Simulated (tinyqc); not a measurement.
Worked calculation: a particle near a wafer in liquid: double-layer and van der Waals forces (DLVO), deposition barrier and removal. Computed by tinyqc, a small Python program that keeps every step. Command: `OMP_NUM_THREADS=1 python tinyqc.py 3112687 3112688 out.jsonl dlvo walk`. One thread of a shared host (Intel(R) Xeon(R) Processor @ 2.30GHz), about 0.01 s of CPU time with the checks. Intermediate numbers are printed to about 6 digits and carried at full precision; extremes and crossings named in words are read from the listed rows.

Sphere and flat wall, Derjaguin approximation, constant potentials in the linear-superposition form, no retardation and no hydration force.

Inputs (values chosen for the exercise, of the order of those for alumina on silica in water):
```
quantity                             value   unit
particle radius R                      240     nm
Hamaker constant A                 1.2e-20      J
potential of the particle psi_1        -27     mV
potential of the wafer psi_2           -54     mV
salt concentration c                 0.048  mol/L
valence z of the symmetric salt          1      -
temperature T                          323      K
dielectric constant of the liquid     69.9      -
gap h                                  1.1     nm
contact distance h0                    0.3     nm
contact radius over R                0.042      -
viscosity                             0.48  mPa s
```

Constants: e = 1.602176634e-19 C; N_A = 6.02214076e+23 1/mol; eps_0 = 8.8541878128e-12 F/m; k_B = 1.380649e-23 J/K; k_B = 8.617333262e-05 eV/K.

## Screening

kappa^2 = 2 z^2 e^2 N_A (1000 c)/(eps eps_0 k_B T); gamma_i = tanh(z e psi_i/(4 k_B T)); Z = 64 pi eps eps_0 (k_B T/(z e))^2 gamma_1 gamma_2.

kappa = 0.733273 1/nm

Debye length = 1.36375 nm

gamma_1 = -0.237864

gamma_2 = -0.450254

Z = 10.3251 pN

kappa R = 175.985

Like signs: the double layers repel.

## Energy and force at one gap

U(h) = Z R exp(-kappa h) - A R/(6 h); F(h) = -dU/dh = kappa Z R exp(-kappa h) - A R/(6 h^2), positive for repulsion.

double-layer energy = 248.037 k_B T

van der Waals energy = -97.8504 k_B T

U(h) = 150.187 k_B T

F(h) = 414.395 pN

Caution: for kappa h below 1 linear superposition is only rough, and charge regulation matters.

## The curve

The formulas are those given above.

Against the gap:
```
h (nm)  kappa h  U (k_B T)        F (pN)
0.4      0.2933    145.327  -1.64485e+03
0.6      0.4400    178.494  -1.63035e+02
1.0      0.7333    159.273   3.92799e+02
1.5      1.0999    113.227   3.91570e+02
2.5      1.8332     45.800   2.13756e+02
4.0      2.9331      2.671   6.67264e+01
7.0      5.1329    -12.098   9.23615e-01
12.0     8.7993     -8.886  -3.05924e+00
20.0    14.6655     -5.382  -1.19922e+00
40.0    29.3309     -2.691  -3.00000e-01
```

Caution: in rows with kappa h below 1 linear superposition is only rough.

## Barrier and secondary minimum

F = 0 reads x^2 exp(-x) = y with x = kappa h and y = A kappa/(6 Z); the left side peaks at x = 2 with 4/e^2 = 0.5413, so roots exist for smaller y: x < 2 is the barrier, x > 2 the secondary minimum.

y = 0.142037

position of the barrier = 0.652997 nm

barrier height = 179.412 k_B T

position of the secondary minimum = 7.19954 nm

energy at the secondary minimum = -12.1184 k_B T

A barrier above 15 k_B T practically stops deposition. The secondary minimum is deep enough to hold particles loosely.

## Critical salt concentration

The barrier height is zero when U = 0 and F = 0 together: kappa h = 1 and kappa = 6 Z/(e A), e = 2.718282 here; c follows from kappa^2, with the potentials held fixed.

critical kappa = 1.89919 1/nm

critical concentration = 0.321994 mol/L

## Adding salt

kappa scales as sqrt(c); potentials are held fixed. A dash marks rows without a maximum.

Against the concentration:
```
c (mol/L)  Debye length (nm)  barrier at (nm)  barrier (k_B T)  minimum at (nm)  minimum (k_B T)
3.22e-05             52.6535          3.29512          489.299      5.40334e+02     -1.79790e-01
3.22e-04             16.6505          1.90142          439.098      1.46597e+02     -6.50834e-01
3.22e-03              5.2653          1.12362          353.098      3.82797e+01     -2.42505e+00
1.61e-02              2.3547          0.80050          261.069      1.44144e+01     -6.24737e+00
6.44e-02              1.1774          0.62191          154.582      5.93300e+00     -1.45417e+01
1.61e-01              0.7446          0.54913           69.785      3.15116e+00     -2.60858e+01
2.90e-01              0.5548          0.52721           10.692      2.01499e+00     -3.87089e+01
4.83e-01              0.4299          0.54207          -41.084      1.28259e+00     -5.57910e+01
9.66e-01              0.3040                -                -                -                -
```

At low salt the barrier tends to Z R = 556 k_B T; it is half of that between 0.0032 and 0.016 mol/L and changes sign at 0.32 mol/L, while the secondary minimum deepens to -39 k_B T at 0.9 of that.

## Removing an attached particle

Adhesion F_a = A R/(6 h0^2) [1 + a^2/(R h0)] - kappa Z R exp(-kappa h0), a the contact radius. Drag in a shear flow F_d = 1.7 x 6 pi mu R^2 G, acting at 1.4 R; rolling starts when 1.4 R F_d = a F_a. Wall shear stress = mu G.

van der Waals adhesion = 12859.7 pN

net adhesion F_a = 11401.5 pN

wall shear stress for rolling = 185.315 Pa

shear rate G = 386072 1/s

Checks made by the program: force against a difference of U (relative difference below 1e-10).
